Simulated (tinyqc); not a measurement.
Admittance spectroscopy of a deep trap: one step of the calculation.

Schottky contact on an n-type layer with shallow donors Nd (all ionised) and a donor-like deep trap, neutral when filled and positive when empty; depletion approximation. Traps within lam of the depletion edge stay filled. The traps at xt = W - lam, where the level crosses the Fermi level, follow a slow signal and not a fast one. w = 2 pi f.

Question. Widths and limiting capacitances. lam = sqrt(2 eps0 eps_r (EF - ET)/(q Nd)), EF - ET = Et - (kB T/q) ln(Nc(T)/Nd), Nc(T) = Nc (T/300 K)^1.5. In the steady state at the band bending V, 2 eps0 eps_r V/q = Nd W^2 + Nt (W - lam)^2 (the second term only if W > lam). V = Vbi + Vr. C_HF = eps0 eps_r/W, C_LF = eps0 eps_r (Nd + Nt)/(Nd W + Nt xt).

Inputs (values chosen for the exercise); material values close to those of silicon: relative permittivity eps_r = 11.5; conduction-band density of states at 300 K Nc = 2.79e19 cm^-3; shallow donor density Nd = 8.6e14 cm^-3; built-in voltage Vbi = 0.69 V; depth of the trap below the conduction edge Et = 0.2 eV; trap density Nt = 3.4e13 cm^-3; reverse bias Vr = 1.6 V; temperature T = 115 K.

Constants: q = 1.602176634e-19 C, kB = 1.380649e-23 J/K, eps0 = 8.8541878128e-14 F/cm where lengths are in cm. Results are converted to the units shown.

Wanted: lam; W; xt; C_HF; C_LF.

Answer.

lam = 405.62 nm
W = 1818.2 nm
xt = 1412.5 nm
C_HF = 5.6004 nF/cm^2
C_LF = 5.6483 nF/cm^2

The step is 0.856 % of C_HF.

tinyqc, about 0.01 s, one thread, Intel Xeon 2.30GHz (shared host): `OMP_NUM_THREADS=1 python tinyqc.py 2050031 2050032 out.jsonl`
